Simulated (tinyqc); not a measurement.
# Hydrogen passivation and dissociation of interface defects with a spread of activation energies, step by step

A worked calculation. Computed by tinyqc, a small Python program that keeps every step. Command: `OMP_NUM_THREADS=1 python tinyqc.py 3029006 3029007 out.jsonl passivation walk`. One thread of a shared host (Intel(R) Xeon(R) Processor @ 2.30GHz), about 0.01 s of CPU time with the checks. Intermediate numbers are printed to about 6 digits and carried at full precision; extremes and crossings named in words are read from the listed rows.

Active defects P react as P + H2 -> HP + H and HP -> P + H; released atomic hydrogen is removed. All defects start active. Activation energies are normally distributed, independently for the two reactions.

Inputs (values chosen for the exercise, for a model interface):
```
quantity                        value    unit
defect density N_0            3.6e+12   cm^-2
mean passivation energy E_f      1.63      eV
spread s_f                       0.11      eV
prefactor k_f0                3.9e-08  cm^3/s
mean dissociation energy E_d     2.94      eV
spread s_d                      0.086      eV
prefactor k_d0                3.6e+12     1/s
dissolved hydrogen [H2]       3.5e+16   cm^-3
anneal temperature T              650       K
anneal time t                      38       s
```

Ambient: hydrogen.

Constants: k_B = 8.617333262e-05 eV/K.

## Sites at the mean energies

a = k_f0 [H2] exp(-E_f/k_B T), b = k_d0 exp(-E_d/k_B T); the active share of one kind of site is b/(a + b) + (a/(a + b)) exp(-(a + b) t).

passivation rate a = 3.13993e-04 1/s

dissociation rate b = 5.76764e-11 1/s

active share, single energy = 0.988139

steady active share, single energy = 1.83687e-07

## A five-point average

Gauss-Hermite nodes for a unit normal variable, z = 0, +/-1.355626, +/-2.856970 with weights 0.533333, 0.222076, 0.011257; E_f + s_f z is varied at the mean E_d.

Nodes:
```
z            weight  energy (eV)   rate (1/s)  active share
-2.856970  0.011257      1.31573  8.58199e-02      0.038344
-1.355626  0.222076      1.48088  4.49897e-03      0.842854
0.000000   0.533333      1.63000  3.13993e-04      0.988139
1.355626   0.222076      1.77912  2.19142e-05      0.999168
2.856970   0.011257      1.94427  1.14882e-06      0.999956
```

active share, five points = 0.947764

Caution: the spread exceeds 1.3 k_B T, so the integrand is step-like and five points are a rough average.

## Average over the spread

Full average: z from -5 to 5 in steps of 0.125 with normalised weights exp(-z^2/2), energy = mean + spread x z, over both energies.

active share = 0.946073

active defects = 3.40586e+12 cm^-2

The spread changes the active share from 0.988 to 0.946.

## Isochronal anneals

The formulas are those given above.

Same time, other temperatures:
```
T (K)      a (1/s)      b (1/s)  active share, single energy  active share, spread
450    7.58466e-10  4.26336e-21                  1.00000e+00           9.99998e-01
525    3.07483e-07  2.15548e-16                  9.99988e-01           9.99781e-01
600    2.77802e-05  7.26757e-13                  9.98945e-01           9.91358e-01
675    9.22575e-04  4.02966e-10                  9.65550e-01           8.88000e-01
750    1.52060e-02  6.31498e-08                  5.61116e-01           5.08776e-01
825    1.50575e-01  3.94790e-06                  3.29930e-03           1.17194e-01
900    1.01750e+00  1.23887e-04                  1.21742e-04           8.48242e-03
975    5.12457e+00  2.28788e-03                  4.46254e-04           1.85257e-03
1050   2.04869e+01  2.78563e-02                  1.35786e-03           4.30211e-03
1125   6.80854e+01  2.43042e-01                  3.55697e-03           9.46738e-03
```

The active share is lowest, 0.00185, at 975 K of those listed: below, passivation is too slow for this time, and above, dissociation competes. A single energy would promise 1.22e-4 (at 900 K), so among these rows the spread raises the floor by a factor 15.

## Isothermal kinetics

Times are decades about 1/(a + b) of the mean site. The last column is the part of the change still to come; rows stop once it is below 1e-5.

Against time:
```
t (s)     active share, single energy  active share, spread  unreacted part
3.00e+00                  9.99058e-01           9.94046e-01     9.94046e-01
3.00e+01                  9.90624e-01           9.55220e-01     9.55220e-01
3.00e+02                  9.10103e-01           7.83470e-01     7.83469e-01
3.00e+03                  3.89856e-01           4.21413e-01     4.21411e-01
3.00e+04                  8.12871e-05           1.10207e-01     1.10204e-01
3.00e+05                  1.83687e-07           1.12403e-02     1.12362e-02
3.00e+06                  1.83687e-07           3.94090e-04     3.89997e-04
```

A single energy finishes within about two decades of time. With the spread the unreacted part is 0.96 at 30 s and still 0.11 at 30000 s, where one energy leaves 8.1e-5: a width of s/k_B T = 1.96 in ln(rate) stretches the decay markedly.

Checks made by the program: the average on a grid twice as fine (relative difference 4e-08).
